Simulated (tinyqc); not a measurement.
A log to judge: minimum-mode following (dimer method) and harmonic rate on a two-dimensional model surface. Computed by tinyqc. Command: `OMP_NUM_THREADS=1 python tinyqc.py 3009575 3009576 out.jsonl dimer walk`. One thread of a shared host (Intel(R) Xeon(R) Processor @ 2.30GHz), about 0.06 s of CPU time with the checks.

V(x, y) = h u^2 + t x + (kappa/2)(y + c u)^2 with u = x^2/w^2 - 1; the path runs from the minimum near (-w, 0) to that near (w, 0).

Inputs (values chosen for the exercise, for a model surface): height h = 1.1 eV; half width w = 1.4 angstrom; transverse stiffness kappa = 5.9 eV/angstrom^2; curvature c = 0.53 angstrom; tilt t = -0.2 eV/angstrom; start as a fraction of the way from minimum to saddle = 0.49; offset of the start in y = -0.14 angstrom; first angle of the dimer = -35 degrees; half length delta = 0.02 angstrom; step factor eta = 0.032 angstrom^2/eV.

Surface: curved double well.

Method:
- Newton steps x(new) = x - H^-1 grad V (moves limited to 0.3 angstrom) from (-w, 0), (w, 0) and (0, c) give the two minima and the saddle.
- Dimer at R with unit axis N = (cos phi, sin phi) and normal T = (-sin phi, cos phi). Gradients g at R +/- delta N and at R +/- delta T give H N and H T by central differences, (g+ - g-)/(2 delta). With C_N = N.H N, C_T = T.H T and b = T.H N, rotate by theta = (1/2) atan2(-2b, C_T - C_N), the angle of least curvature C = (C_N + C_T)/2 - sqrt((C_N - C_T)^2/4 + b^2).
- Translate along F = -g + 2 (g.N) N if C < 0, else along F = (g.N) N, with the new axis: R(new) = R + eta F, the move limited to 0.2 angstrom.
- R0 = start minimum + fraction x (saddle - minimum) + (0, offset). Stop when |g| is below 1e-5 eV/angstrom, after 150 steps at most.

Course of the dimer:
```
step  x (angstrom)  y (angstrom)  E above the start (eV)  C (eV/angstrom^2)  |g| (eV/angstrom)
1        -0.733928      0.136436                0.631166           -1.04478        2.14968e+00
2        -0.722155      0.204211                0.562259           -0.92036        1.78668e+00
3        -0.707295      0.259420                0.530209           -0.84843        1.51524e+00
4        -0.689741      0.304619                0.520971           -0.81818        1.31570e+00
5        -0.669965      0.341788                0.525651           -0.82058        1.17087e+00
6        -0.648460      0.372469                0.538604           -0.84795        1.06593e+00
7        -0.625695      0.397870                0.556235           -0.89389        9.88720e-01
8        -0.602098      0.418947                0.576245           -0.95307        9.29851e-01
9        -0.578044      0.436462                0.597164           -1.02114        8.82506e-01
...            ...           ...                     ...                ...                ...
142      -0.089491      0.527835                0.833533           -2.21281        7.73604e-05
143      -0.089489      0.527835                0.833533           -2.21281        7.18806e-05
144      -0.089486      0.527835                0.833533           -2.21281        6.67889e-05
145      -0.089484      0.527835                0.833533           -2.21281        6.20578e-05
146      -0.089482      0.527835                0.833533           -2.21281        5.76619e-05
147      -0.089480      0.527835                0.833533           -2.21281        5.35774e-05
148      -0.089479      0.527835                0.833533           -2.21282        4.97822e-05
149      -0.089477      0.527835                0.833533           -2.21282        4.62558e-05
150      -0.089476      0.527835                0.833533           -2.21282        4.29793e-05
```

Can the last value be used, and what does the course show?

No. Not converged within 150 steps: the residual falls at every step, but slowly, by a factor of about 0.929 a step. Reruns converge with step factor eta = 0.064. Reruns still fail with step factor eta = 0.016; and with step factor eta = 0.0053; and with half length delta = 0.001.
